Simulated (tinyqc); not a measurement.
## Scale length and barrier from the threshold roll-off

Problem. For L well above Lambda the threshold falls by 2 m sqrt(A (A + Vds)) exp(-pi L/(2 Lambda)), A being the height of the source potential over the barrier top; the two values follow this form. Find Lambda and A.

Values chosen for this exercise: long-channel body factor m = 1.18; drain voltage Vds = 0.8 V.

threshold lowering at L = 63 and 100 nm (mV): [46.788249, 7.3765972]

Answer. The ratio of the two values gives Lambda; the prefactor gives A (A + Vds), a quadratic with one positive root.

Lambda = 31.46 nm
A = 0.2100 V

Program tinyqc, `OMP_NUM_THREADS=1 python tinyqc.py 2420090 2420091 out.jsonl`; Intel Xeon 2.30GHz, shared host, one thread, about 0.01 s.
